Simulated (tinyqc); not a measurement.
Worked calculation: CIS on RHF in the 3-21g basis, for H2, spin multiplicity 1. Computed by tinyqc, a small Python program that keeps every step (integrals from PySCF). Settings: charge = 0, multiplicity = 1, basis = 3-21g, method = RHF, energy threshold = 1e-10, iteration cap = 71, orthogonalisation = canonical, start = core, DIIS depth = 6. Command: `OMP_NUM_THREADS=1 python tinyqc.py 24462 24463 out.jsonl` (the two numbers bound the seeds that draw the settings). One thread of a shared host (Intel(R) Xeon(R) Processor @ 2.60GHz), about 0.04 s of CPU time with the checks. The early iterations of the SCF are left out here.

## One-electron integrals

Geometry (angstrom):
```
atom         x         y         z
H     0.000000  0.000000  0.000000
H     0.000000  0.000000  0.990000
```

Basis 3-21g: exponents (1/bohr^2) and contraction coefficients of normalised primitives:
```
element  l (shell)  exponent  coefficient
H            s (1)  5.447178     0.156285
H            s (1)  0.824547     0.904691
H            s (2)  0.183192     1.000000
```

Overlap, kinetic and nuclear-attraction integrals over the contracted functions; the nuclear repulsion is the sum of Za Zb / Rab.

nuclear repulsion = 0.53452244 hartree

overlap S, order 1H 1s, 1H 2s, 2H 1s, 2H 2s:
```
[[1.000000, 0.645899, 0.206159, 0.380448],
 [0.645899, 1.000000, 0.380448, 0.725724],
 [0.206159, 0.380448, 1.000000, 0.645899],
 [0.380448, 0.725724, 0.645899, 1.000000]]
```

kinetic energy T (hartree), order 1H 1s, 1H 2s, 2H 1s, 2H 2s:
```
[[1.549405, 0.293152, -0.009454, 0.111588],
 [0.293152, 0.274788, 0.111588, 0.156799],
 [-0.009454, 0.111588, 1.549405, 0.293152],
 [0.111588, 0.156799, 0.293152, 0.274788]]
```

nuclear attraction V (hartree), order 1H 1s, 1H 2s, 2H 1s, 2H 2s:
```
[[-2.255143, -1.125319, -0.416443, -0.682337],
 [-1.125319, -1.159117, -0.682337, -0.894864],
 [-0.416443, -0.682337, -2.255143, -1.125319],
 [-0.682337, -0.894864, -1.125319, -1.159117]]
```

core Hamiltonian H = T + V (hartree), order 1H 1s, 1H 2s, 2H 1s, 2H 2s:
```
[[-0.705738, -0.832168, -0.425898, -0.570749],
 [-0.832168, -0.884329, -0.570749, -0.738065],
 [-0.425898, -0.570749, -0.705738, -0.832168],
 [-0.570749, -0.738065, -0.832168, -0.884329]]
```

## Two-electron integrals

Functions are numbered as in S; the eight-fold symmetry (ij|kl) = (ji|kl) = (kl|ij) leaves the list below.

Two-electron integrals (ij|kl) in chemists' order, unique and non-zero (hartree):
```
(11|11) 1.140145   (21|11) 0.611403   (21|21) 0.345152   (22|11) 0.626370
(22|21) 0.380329   (22|22) 0.482957   (31|11) 0.175748   (31|21) 0.102069
(31|22) 0.117251   (31|31) 0.043807   (32|11) 0.228026   (32|21) 0.140851
(32|22) 0.183410   (32|31) 0.065905   (32|32) 0.119106   (33|11) 0.528315
(33|21) 0.334656   (33|22) 0.458472   (33|31) 0.175748   (33|32) 0.350734
(33|33) 1.140145   (41|11) 0.350734   (41|21) 0.199188   (41|22) 0.221709
(41|31) 0.065905   (41|32) 0.093315   (41|33) 0.228026   (41|41) 0.119106
(42|11) 0.416741   (42|21) 0.255530   (42|22) 0.332633   (42|31) 0.092540
(42|32) 0.157040   (42|33) 0.416741   (42|41) 0.157040   (42|42) 0.254361
(43|11) 0.334656   (43|21) 0.210561   (43|22) 0.287348   (43|31) 0.102069
(43|32) 0.199188   (43|33) 0.611403   (43|41) 0.140851   (43|42) 0.255530
(43|43) 0.345152   (44|11) 0.458472   (44|21) 0.287348   (44|22) 0.396902
(44|31) 0.117251   (44|32) 0.221709   (44|33) 0.626370   (44|41) 0.183410
(44|42) 0.332633   (44|43) 0.380329   (44|44) 0.482957
```

## Orthogonalisation

S = U s U^T; canonical form X = U s^(-1/2), so that X^T S X = 1. Each column of U has its largest component positive (the first on a tie).

eigenvalues of S: [0.162641, 0.407228, 0.905477, 2.524655]

X, order 1H 1s, 1H 2s, 2H 1s, 2H 2s:
```
[[-0.679713, 0.874382, 0.684989, 0.273360],
 [1.616246, -0.680639, 0.288072, 0.351171],
 [0.679713, 0.874382, -0.684989, 0.273360],
 [-1.616246, -0.680639, -0.288072, 0.351171]]
```

## Iteration 8 (converged): orbitals

converged F (hartree), order 1H 1s, 1H 2s, 2H 1s, 2H 2s:
```
[[0.211198, -0.424639, -0.405592, -0.417450],
 [-0.424639, -0.318943, -0.417450, -0.378511],
 [-0.405592, -0.417450, 0.211198, -0.424639],
 [-0.417450, -0.378511, -0.424639, -0.318943]]
```

Diagonalise F' = X^T F X, C = X C', fill 1 alpha and 1 beta electrons from the bottom; D = 2 C_occ C_occ^T. Each column has its largest component positive (the first on a tie).

F' = X^T F X (hartree):
```
[[0.912725, 0.000000, -0.531983, 0.000000],
 [0.000000, 1.061173, 0.000000, 0.036700],
 [-0.531983, 0.000000, 0.583020, 0.000000],
 [0.000000, 0.036700, 0.000000, -0.524423]]
```

orbital energies (hartree): [-0.525272, 0.190933, 1.062022, 1.304813]

coefficients C, order 1H 1s, 1H 2s, 2H 1s, 2H 2s:
```
[[0.253065, 0.148133, 0.880470, -0.953560],
 [0.366819, 1.190808, -0.672335, 1.130139],
 [0.253065, -0.148133, 0.880470, 0.953560],
 [0.366819, -1.190808, -0.672335, -1.130139]]
```

D after iteration 8, order 1H 1s, 1H 2s, 2H 1s, 2H 2s:
```
[[0.128083, 0.185658, 0.128083, 0.185658],
 [0.185658, 0.269112, 0.185658, 0.269112],
 [0.128083, 0.185658, 0.128083, 0.185658],
 [0.185658, 0.269112, 0.185658, 0.269112]]
```

## Convergence

Stop when the energy changes by less than 1e-10 hartree and every element of the error matrix X^T (F D S - S D F) X is below 3e-06.

Course of the cycle:
```
iteration  E (hartree)     change  largest element of the error matrix
1          -1.06161888          -                             2.89e-01
2          -1.09248953  -3.09e-02                             4.44e-02
3          -1.09322359  -7.34e-04                             5.68e-05
4          -1.09322359  -9.97e-10                             2.34e-05
5          -1.09322359  -1.22e-10                             1.47e-05
6          -1.09322359  -3.75e-11                             1.07e-05
7          -1.09322359  -1.62e-11                             8.44e-06
8          -1.09322359  -2.64e-11                             2.78e-09
```

PySCF RHF in the same basis = -1.09322359 hartree

Converged in 8 iterations.

## Integrals over molecular orbitals

(pq|rs) = sum C_ip C_jq C_kr C_ls (ij|kl), one index at a time.

one-electron integrals over orbitals h = C^T H C (hartree):
```
[[-1.102474, 0.000000, -0.132859, 0.000000],
 [0.000000, -0.611548, 0.000000, 0.191536],
 [-0.132859, 0.000000, 0.100636, 0.000000],
 [0.000000, 0.191536, 0.000000, 0.244352]]
```

Two-electron integrals over orbitals (pq|rs), unique and non-zero (hartree):
```
(11|11) 0.577202    (21|21) 0.113727    (22|11) 0.458104    (22|22) 0.421881
(31|11) 0.132859    (31|22) 0.071204    (31|31) 0.096018    (32|21) 0.013084
(32|32) 0.038921    (33|11) 0.528702    (33|22) 0.427538    (33|31) 0.125913
(33|33) 0.509567    (41|21) -0.079563   (41|32) -0.051609   (41|41) 0.107189
(42|11) -0.135549   (42|22) -0.073806   (42|31) -0.082328   (42|33) -0.125130
(42|42) 0.083379    (43|21) -0.127549   (43|32) -0.043090   (43|41) 0.127157
(43|43) 0.186310    (44|11) 0.583825    (44|22) 0.470024    (44|31) 0.172995
(44|33) 0.563649    (44|42) -0.164449   (44|44) 0.652512
```

## CIS matrix, singlets

A(ia,jb) = (e_a - e_i) d_ij d_ab + 2 (ia|jb) - (ij|ab).

CIS matrix A, singlet (hartree), order 1>2, 1>3, 1>4:
```
[[0.485556, 0.000000, -0.023576],
 [0.000000, 1.250628, 0.000000],
 [-0.023576, 0.000000, 1.460637]]
```

## CIS singlet states

dipole integrals <i|r|a> (bohr), order 1>2, 1>3, 1>4:
```
[[0.000000, 0.000000, -1.202790],
 [0.000000, 0.000000, 0.000000],
 [0.000000, 0.000000, 0.047270]]
```

Diagonalise A (1 hartree = 27.211386 eV); each vector has its largest component positive (the first on a tie). The transition dipole is mu = sqrt2 sum c_ia <i|r|a>.

singlet excitation energies (eV): [13.197140, 34.031324, 39.761471]

lowest vectors, order 1>2, 1>3, 1>4:
```
[[0.999708, 0.000000, -0.024157],
 [0.000000, 1.000000, 0.000000],
 [0.024157, 0.000000, 0.999708]]
```

oscillator strengths 2/3 w |mu|^2: [0.933187, 0.000000, 0.011346]

## CIS matrix, triplets

A(ia,jb) = (e_a - e_i) d_ij d_ab - (ij|ab).

CIS matrix A, triplet (hartree), order 1>2, 1>3, 1>4:
```
[[0.258101, 0.000000, 0.135549],
 [0.000000, 1.058593, 0.000000],
 [0.135549, 0.000000, 1.246260]]
```

## CIS triplet states

Diagonalise A (1 hartree = 27.211386 eV); each vector has its largest component positive (the first on a tie).

triplet excitation energies (eV): [6.526497, 28.805771, 34.409258]

lowest vectors, order 1>2, 1>3, 1>4:
```
[[0.991052, 0.000000, 0.133480],
 [0.000000, 1.000000, 0.000000],
 [-0.133480, 0.000000, 0.991052]]
```
